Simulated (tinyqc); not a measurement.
Transfer-length model of a contact: two steps of the calculation.

A metal contact of length d and width W on a thin layer of the same width. The metal has no resistance, the sheet resistance under it equals Rsh, and current enters the layer at the front edge x = 0.

Parameters, values chosen for the exercise: contact length d = 0.91 um; contact width W = 160 um.

Problem 1. Straight-line fit. Pairs of such contacts at gaps L have R_T = Rsh L/W + 2 Rc. The values of R_T were made from Rsh and rc with a random scatter of 2 % and are treated as data. Least squares: slope = sum (L - mean L)(R_T - mean R_T)/sum (L - mean L)^2, intercept = mean R_T - slope mean L. Rsh = slope W, Rc = intercept/2, and A = Rc/slope is half the distance from the origin to the zero of the line.

```
gap  L (um)  R_T (ohm)
1       2.1     7.7688
2       3.2     9.5098
3       4.8     12.035
4       7.3     16.014
5        11     22.238
6        16     32.121
```

Find: slope; intercept; Rsh; Rc; A.

Solution 1.

slope = 1.7378 ohm/um
intercept = 3.7544 ohm
Rsh = 278.05 ohm/sq
Rc = 1.8772 ohm
A = 1.0802 um

Problem 2. Transfer length. A = Lt coth(d/Lt) is solved for Lt, starting from Lt = A. Lt(new) = sqrt(Lt A tanh(d/Lt)), the geometric mean of the old value and the plain step.

A = 1.0802054 um
Lt after iteration 1 = 0.89539533 um

Wanted: Lt after iteration 2.

Solution 2.

Lt after iteration 2 = 0.8621 um

Computed by the program tinyqc: `OMP_NUM_THREADS=1 python tinyqc.py 2760061 2760062 out.jsonl`, one thread of a shared Intel Xeon 2.30GHz, about 0.01 s for the whole run.
